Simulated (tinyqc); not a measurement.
# Trap density from the barrier height

Question. In a partly depleted grain with all boundary traps filled, 2 N W = Qt and VB = q N W^2/(2 eps0 eps_r). Find Qt, W and the doping at which VB would equal Vt.

Values chosen for this exercise: temperature T = 300 K; relative permittivity eps_r = 11.7.

Constants: q = 1.602176634e-19 C, kB = 1.380649e-23 J/K, Vt = kB T/q, eps0 = 8.8541878128e-14 F/cm where lengths are in cm. Results are converted to the units shown.

doping = 3.3e17 cm^-3
barrier height = 0.16930497 V

Answer. Eliminating W gives VB = q Qt^2/(8 eps0 eps_r N), which falls as 1/N.

Qt = 1.700e12 cm^-2
W = 25.76 nm
doping for VB = Vt = 2.161e18 cm^-3

Numbers from tinyqc (`OMP_NUM_THREADS=1 python tinyqc.py 2830281 2830282 out.jsonl`; about 0.01 s on one thread of a shared Intel Xeon 2.30GHz).
